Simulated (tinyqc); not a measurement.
# Changing the heat of formation of MSi2

Model: thermodynamics of metal silicides: hull, first phase, silicon consumed, nucleation and stability against SiO2. Computed by tinyqc, a small Python program. Command: `OMP_NUM_THREADS=1 python tinyqc.py 3011528 3011529 out.jsonl silphase sweep`. One thread of a shared host (Intel(R) Xeon(R) Processor @ 2.30GHz), about 0.01 s of CPU time with the checks.

Entropies of formation of the solids are neglected, so heats stand for free energies. Si fractions: M2Si 0.3333, MSi 0.5000, MSi2 0.6667.

Inputs (values chosen for the exercise, for a model metal): heat of formation of MSi = -47.7 kJ/mol atoms; change of interface energy gamma = 0.21 J/m^2; temperature T = 1125 K.

Phases: M2Si, MSi, MSi2.

volumes of the three phases per mole of M (cm^3/mol): [9.7, 13.4, 23.8]

Constants: e = 1.602176634e-19 C; k_B = 8.617333262e-05 eV/K.

Method. Where free silicon remains, MSi + Si -> MSi2 gains dH = 3 H(MSi2) - 2 H(MSi) per mole of M; per volume dG = |dH|/V(MSi2); r* = 2 gamma/dG, W* = 16 pi gamma^3/(3 dG^2). For comparison the same with MSi forming from the elements, 2 |H(MSi)|/V(MSi).

One run for each value; columns: (1) heat of formation of MSi2 (kJ/mol atoms); (2) dH of the reaction (kJ/mol M); (3) barrier W* (eV); (4) critical radius (nm); (5) W*/(k_B T):
```
(1)      (2)     (3)     (4)     (5)
-37.7  -17.7    1.75  0.5647    18.1
-37.0  -15.6    2.25  0.6408    23.3
-36.3  -13.5    3.01  0.7404    31.0
-35.6  -11.4    4.22  0.8768    43.5
-34.9   -9.3    6.34  1.0748    65.4
-34.3   -7.5    9.75  1.3328   100.6
-33.6   -5.4   18.81  1.8511   194.1
-32.9   -3.3   50.38  3.0291   519.6
-32.2   -1.2  380.97  8.3300  3929.7
```

Over the rows, dH of the reaction (kJ/mol M) rises from -17.7 to -1.20; barrier W* (eV) rises from 1.75 to 381; critical radius (nm) rises from 0.565 to 8.33. The driving force vanishes at H(MSi2) = (2/3) H(MSi) = -31.8 kJ/mol, where the barrier diverges as 1/dH^2; small changes by alloying therefore shift the formation temperature much.
